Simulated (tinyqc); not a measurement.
Length of a polyene: Hueckel, PPP and singles CI along the polyenes. Computed by the program tinyqc. 

All-trans chains of carbon centres 1.40 angstrom apart:
```
parameter                               value
beta (eV), times 1 +/- alternation  -2.180000
alternation                          0.140000
W (eV)                              11.160000
gamma_rr (eV)                       10.370000
repulsion formula                        Ohno
```

Hueckel uses the same beta without repulsion; CIS keeps all single excitations and so misses the low, doubly excited 2Ag state. W is the valence ionisation energy of a centre, MN the Mataga-Nishimoto formula, f the oscillator strength.

Gaps and excitations (eV):
```
centres  Hueckel gap  PPP orbital gap  bright singlet (CIS)       f  lowest triplet (CIS)
2             4.9704          12.2731                6.5040  0.5576                3.4368
4             3.4374          10.0962                5.2464  0.9981                2.6492
6             2.7362           9.0236                4.5238  1.3691                2.2793
8             2.3421           8.4070                4.0735  1.7019                2.0868
10            2.0927           8.0182                3.7748  2.0115                1.9764
```

The Hueckel gap tends to 4 x alternation x |beta| = 1.22 eV for long chains. Exchange opens the PPP orbital gap, and the attraction of electron and hole brings the bright state 4.24 eV below it at 10 centres; the triplet lies 1.80 eV lower still.
